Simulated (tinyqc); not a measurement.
Small-signal admittance of a forward-biased p+-n diode: one step of the calculation.

Holes injected into a neutral base of width wb with an ohmic contact at its end; low injection, p0 far above the equilibrium density. A small voltage v exp(i w t), w = 2 pi f, modulates the edge density by p0 v/Vt, and the small-signal density obeys Dp d2p/dx2 = (1/tau + i w) p.

Question. The same by finite differences. 9 equal intervals, h = wb/9; u = small-signal density over its edge value, u_0 = 1, u_9 = 0; u_(i-1) + b u_i + u_(i+1) = 0 with b = -2 - h^2 (1/tau + i w)/Dp; Y = (q Dp p0/(Vt h)) (-b/2 - u_1), which includes the half box at the edge.

Inputs (values chosen for the exercise); permittivity close to that of gallium arsenide: temperature T = 350 K; hole diffusion coefficient Dp = 9.6 cm^2/s; hole lifetime tau = 3e-9 s; width of the neutral base wb = 2 um; excess hole density at the junction edge p0 = 2e13 cm^-3; signal frequency f = 7e6 Hz.

Constants: q = 1.602176634e-19 C, kB = 1.380649e-23 J/K, Vt = kB T/q. Results are converted to the units shown.

Wanted: b; u; Y on the mesh.

Answer.

b = -2.0171-0.0023i
u, node 1 to 8: 0.84979-0.00467i  0.71415-0.00750i  0.59078-0.00884i  0.47756-0.00899i  0.37255-0.00822i  0.27394-0.00674i  0.18005-0.00477i  0.08926-0.00246i
Y on the mesh = 7.2879+0.2662i S/cm^2

Program tinyqc, `OMP_NUM_THREADS=1 python tinyqc.py 2890111 2890112 out.jsonl`; Intel Xeon 2.30GHz, shared host, one thread, about 0.01 s.
